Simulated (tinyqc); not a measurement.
Raman shift of the zone-centre optical phonon of a diamond-structure crystal under stress: one step, computed by the program tinyqc. Command: `OMP_NUM_THREADS=1 python tinyqc.py 3021816 3021817 out.jsonl ramanstress walk`. One thread of a shared host (Intel(R) Xeon(R) Processor @ 2.30GHz), about 0.01 s of CPU time with the checks.

Axes x, y, z are the cube axes. Strain shifts the threefold optical mode and can split it; p, q and r are the phonon deformation potentials.

Question. Heating mistaken for stress. A temperature above 300 K shifts the line by (d omega/dT)(T - 300 K); divided by the shift per stress it poses as a stress; the total shift adds it to the shift of the observed line. The anti-Stokes to Stokes ratio is [(omega_L + omega_0)/(omega_L - omega_0)]^3 exp(-h c omega_0/(k_B T)) in photon counts, omega_L = 1/wavelength, resonance effects left out.

Inputs (values chosen for the exercise, modelled on germanium):
```
quantity                             value      unit
unstrained frequency omega_0         301.3      1/cm
temperature coefficient d omega/dT  -0.015  1/(cm K)
local temperature T                    310         K
laser wavelength                     632.8        nm
```

Stress state: uniaxial. Axis: [110].

shift per stress = -1.375599 1/(cm GPa)

shift of the observed line = -0.5089715 1/cm

Constants: h = 6.62607015e-34 J s; c = 299792458 m/s; k_B = 1.380649e-23 J/K.

Give: thermal shift; apparent stress from heating; total shift; anti-Stokes/Stokes ratio.

Answer.

thermal shift = -0.15 1/cm

apparent stress from heating = 0.1090 GPa

total shift = -0.6590 1/cm

anti-Stokes/Stokes ratio = 0.2769
